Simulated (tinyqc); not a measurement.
# Crystallisation kinetics and data retention of a phase-change cell: what changes with what

Johnson-Mehl-Avrami-Kolmogorov law X = 1 - exp(-y^n), y = integral of k dt, k = (1/100 s) exp[-(Ec q/kB)(1/T - 1/T1)].

Values chosen for this exercise; values of the order of Ge-Sb-Te and related chalcogenides: activation energy of crystallisation Ec = 2.16 eV; temperature at which the rate k is 1/(100 s) T1 = 463 K; Avrami exponent n = 2.5; crystalline share at which the state is lost Xf = 0.3; storage temperature T = 345 K.

Constants: q = 1.602176634e-19 C, kB = 1.380649e-23 J/K. Results are converted to the units shown.

Each table varies one quantity; the others keep the values above.

## Kissinger analysis

Tp is the temperature of the largest dX/dt on a ramp of rate b (b in K/min in the logarithm).

Kissinger analysis:

| b (K/min) | Tp (K) | q/kB Tp (1/eV) | ln(b/Tp^2) | X at the peak |
|---|---|---|---|---|
| 0.5 | 444.8 | 26.09 | -12.89 | 0.6271 |
| 1 | 450.1 | 25.78 | -12.22 | 0.6271 |
| 2 | 455.6 | 25.47 | -11.55 | 0.6270 |
| 5 | 463.0 | 25.06 | -10.67 | 0.6269 |
| 10 | 468.8 | 24.75 | -9.998 | 0.6269 |
| 20 | 474.8 | 24.44 | -9.330 | 0.6268 |
| 50 | 482.8 | 24.03 | -8.447 | 0.6267 |
| 100 | 489.1 | 23.73 | -7.780 | 0.6266 |

Tp rises from 445 to 489 K. The slope of ln(b/Tp^2) against q/kB Tp between the end rows is -2.159 eV, against Ec = 2.16 eV, and X at the peak stays near 1 - 1/e = 0.632 (0.627 to 0.627).

## Effect of the activation energy at a fixed measured point

Same model as above.

At fixed T the state fails at t = (-ln(1 - Xf))^(1/n)/k; ten years are 3.15576e8 s. k at T1 is held.

Results:

| Ec (eV) | temperature for ten years (K) | time to fail at T (years) |
|---|---|---|
| 1.5 | 328.60 | 0.80595 |
| 1.8 | 345.30 | 10.549 |
| 2.1 | 358.32 | 138.07 |
| 2.4 | 368.74 | 1807.2 |
| 3 | 384.39 | 3.0961e5 |
| 3.3 | 390.42 | 4.0524e6 |
| 3.6 | 395.58 | 5.3041e7 |

Estimate the missing row, Ec = 2.7 eV.

Computed row:

| Ec (eV) | temperature for ten years (K) | time to fail at T (years) |
|---|---|---|
| 2.7 | 377.27 | 23654 |

With this row back in the table: The ten-year temperature rises from 329 to 396 K, and the projected life at 345 K spans 7.82 decades: an error of 0.1 eV changes it by a factor of 2.36.

Range of the model: One Arrhenius rate is assumed; incubation, growth from the boundary and the non-Arrhenius kinetics of the supercooled liquid are left out.

Computed by the program tinyqc: `OMP_NUM_THREADS=1 python tinyqc.py 2490024 2490025 out.jsonl`, one thread of a shared Intel Xeon 2.30GHz, about 0.02 s for the whole run.
